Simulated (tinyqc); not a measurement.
Changing the cross-section sigma_0: deep-level transient spectroscopy (DLTS) of one majority-carrier trap. Computed by tinyqc, a small Python program. Command: `OMP_NUM_THREADS=1 python tinyqc.py 3006488 3006489 out.jsonl dlts sweep`. One thread of a shared host (Intel(R) Xeon(R) Processor @ 2.30GHz), about 0.2 s of CPU time with the checks.

A filling pulse loads the traps in a one-sided junction; under reverse bias they empty at the rate e, and the capacitance relaxes as C(t) = C_0 - dC exp(-e t). The signal is S = [C(t_2) - C(t_1)]/dC.

Inputs (values chosen for the exercise, for a model semiconductor):
```
quantity,value,unit
density-of-states mass m,0.084,m_0
valleys M,1,-
trap depth E_t,0.347,eV
degeneracy ratio g,2,-
gate time t_1,0.002,s
ratio t_2/t_1,10,-
temperature T,195,K
capture barrier E_b,0.093,eV
```

Carriers: electrons. Extra term: capture barrier.

Constants: k_B = 8.617333262e-05 eV/K; k_B = 1.380649e-23 J/K; m_0 = 9.1093837015e-31 kg; h = 6.62607015e-34 J s.

Method:
- e = g sigma v N_b exp(-E/k_B T), v = sqrt(3 k_B T/m), N_b = 2 M (2 pi m k_B T/h^2)^(3/2), sigma = sigma_0 exp(-E_b/k_B T), E = E_t.
- S(e) = exp(-e t_1) - exp(-e t_2) peaks at the rate window e_0 = ln(t_2/t_1)/(t_2 - t_1).
- T_p solves e(T) = e_0 (bisection between 15 and 1500 K); the half-height points solve S = S_max/2 on either side.
- t_1 is scaled by 0.1, 0.3, 1, 3, 10 and 30 at fixed t_2/t_1; each T_p by bisection.
- Least squares of ln(e_0/T_p^2) on 1/(k_B T_p): slope -E_a, intercept ln(gamma sigma_a) with gamma = v N_b/T^2 = sqrt(3 k_B/m) 2 M (2 pi m k_B/h^2)^(3/2). For comparison, the slope of ln e_0 alone.

One run for each value:
```
cross-section sigma_0 (cm^2),peak temperature T_p (K),full width (K),apparent depth E_a (eV)
1.00e-19,449.2,101.6,0.4400
1.00e-18,382.6,75.3,0.4400
1.00e-17,332.3,57.8,0.4400
1.00e-16,293.1,45.6,0.4400
1.00e-15,261.9,36.8,0.4400
1.00e-14,236.4,30.3,0.4400
1.00e-12,197.6,21.4,0.4400
```

Give the missing row, cross-section sigma_0 (cm^2) = 1.00e-13.

Computed row:
```
cross-section sigma_0 (cm^2)  peak temperature T_p (K)  full width (K)  apparent depth E_a (eV)
1.00e-13                                         215.3            25.3                   0.4400
```

Interpolating between the two neighbouring rows (the first column on a logarithmic scale, the others too where they are positive) misses most in full width (K), by 0.69 %. Over the rows, peak temperature T_p (K) falls from 449 to 198 (exponent d ln y / d ln x -0.070 between the first rows and -0.037 between the last); full width (K) falls from 102 to 21.4 (exponent d ln y / d ln x -0.13 between the first rows and -0.072 between the last); apparent depth E_a (eV) does not change. Seven decades in sigma_0 move T_p by a factor 2.27 only, since sigma_0 enters through a logarithm; one peak temperature cannot separate depth from cross-section.

Extremes, crossings and ranges named in words are read from the listed rows.
